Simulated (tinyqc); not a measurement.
Implant damage, amorphisation by cascade overlap, and solid-phase epitaxial regrowth: one step, computed by the program tinyqc.

Range and width of the damage are inputs. Dynamic annealing enters only through the surviving share f.

Question. Damage energy and displacements per ion. Robinson partition: eps = E a M2/(Z1 Z2 (e^2/(4 pi eps_0)) (M1 + M2)), a = 0.8853 a_0/sqrt(Z1^(2/3) + Z2^(2/3)); k = 0.0793 Z1^(2/3) Z2^(1/2) (M1 + M2)^(3/2)/((Z1^(2/3) + Z2^(2/3))^(3/4) M1^(3/2) M2^(1/2)); damage energy T_d = E/(1 + k (eps + 0.40244 eps^(3/4) + 3.4008 eps^(1/6))); displacements nu = 0.8 T_d/(2 E_d).

Inputs (values chosen for the exercise, modelled on fluorine ions in silicon):
```
quantity                 value  unit
ion Z1                       9     -
ion mass M1                 19     u
target Z2                   14     -
target mass M2           28.09     u
ion energy E                16   keV
displacement energy E_d     16    eV
```

Constants: a_0 = 0.529177210903 angstrom; e^2/(4 pi eps_0) = 14.39964548 eV angstrom.

Give: reduced energy eps; k; damage energy T_d; T_d/E; displacements per ion nu.

Answer.

reduced energy eps = 0.77409

k = 0.16638

damage energy T_d = 9.2687 keV

T_d/E = 0.57930

displacements per ion nu = 231.72

42 % of the energy goes to electrons.
